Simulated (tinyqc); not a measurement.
## Segment and feed resistance from two drops

Inverse problem. A rail is fed at one end through Rq; K loads of Ij follow, each after a segment Rs. The drop at load j is K Ij Rq + Rs Ij sum_(l=1..j) (K - l + 1). Find Rs, Rq and the worst drop, at the middle, if the rail were fed through Rq at both ends: K Ij Rq/2 + Rs Ij K^2/8 with the load taken as continuous.

Values chosen for this exercise:
- K = 15 (number of equal loads)
- Ij = 1.4 mA (current of each load)

drops at the first and at the last load (mV): 3.633  17.01

Solution. The difference of the two drops is Rs Ij K (K - 1)/2, which gives Rs; the first drop then gives Rq.

Rs = 0.0910 ohm
Rq = 0.0820 ohm
drop at the middle with two feeds = 4.44 mV

Program tinyqc, `OMP_NUM_THREADS=1 python tinyqc.py 2770162 2770163 out.jsonl`; Intel Xeon 2.30GHz, shared host, one thread, about 0.3 s.
